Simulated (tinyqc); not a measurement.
One-dimensional ballistic tunnel FET, two-band WKB: two steps of the calculation.

A p-type source for x < 0 with its Fermi level at 0 and its valence edge at ds; in the channel the bands fall as D exp(-x/lam) towards their flat values, with the conduction edge at Ec = ds - dP and D = dP + Eg. The gate moves dP one to one. The drain Fermi level lies at -Vd and the drain side reflects nothing. For w = E - Ec between 0 and dP an electron crosses the gap. Two-band dispersion with equal masses m: inside the gap kappa = sqrt(m u (1 - u/Eg)/C), u the distance from a band edge, C = hbar^2/(2 m0).

Values chosen for this exercise; band and dielectric values close to those of gallium arsenide: temperature T = 300 K; band gap Eg = 1.41 eV; band-edge mass of the two-band model m = 0.075 m0; screening length of the source junction lam = 4.9 nm; source valence edge above the source Fermi level ds = 0.03 eV; drain bias Vd = 0.3 V; number of degenerate subbands (spin apart) g = 2; tunnelling window Ev(source) - Ec(channel) dP = 0.14 eV; energy above the channel conduction edge w0 = 0.074 eV; points of the energy grid nE = 9.

Constants: q = 1.602176634e-19 C, kB = 1.380649e-23 J/K, hbar = 1.054571817e-34 J s, h = 6.62607015e-34 J s, m0 = 9.1093837015e-31 kg, Vt = kB T/q, hbar^2/(2 m0) = 0.0380998212 eV nm^2. Results are converted to the units shown.

Question 1. The exponent in closed form. S(w) = 2 lam int_0^Eg kappa(u) du/(w + Eg - u) = 2 pi lam sqrt(m/(C Eg)) [w + Eg/2 - sqrt(w (w + Eg))], T(w) = exp(-S). The common triangular estimate is S = (4/3) lam sqrt(m/C) Eg^1.5/(dP + Eg) for all w.

Wanted: S(w0); T(w0); triangular S.

Answer 1.

S(w0) = 16.283
T(w0) = 8.4779e-8
triangular S = 9.9015

Question 2. Current on a coarse grid. I = g (2 q^2/h) int_0^dP T(w) [f(E) - f(E + Vd)] dw, E = ds - dP + w, f(x) = 1/(1 + exp(x/Vt)). Simpson's rule on nE equally spaced points.

Wanted: w; T(w); difference of the f; I.

Answer 2.

```
point	w (eV)	T(w)	difference of the f
0	0.0000	7.277e-12	0.9854
1	0.0175	1.209e-9	0.9725
2	0.0350	7.277e-9	0.9477
3	0.0525	2.572e-8	0.9023
4	0.0700	6.937e-8	0.8245
5	0.0875	1.579e-7	0.7048
6	0.1050	3.193e-7	0.5482
7	0.1225	5.914e-7	0.3814
8	0.1400	1.023e-6	0.2386
```

I = 1.959e-6 uA

tinyqc, about 0.01 s, one thread, Intel Xeon 2.30GHz (shared host): `OMP_NUM_THREADS=1 python tinyqc.py 2620029 2620030 out.jsonl`
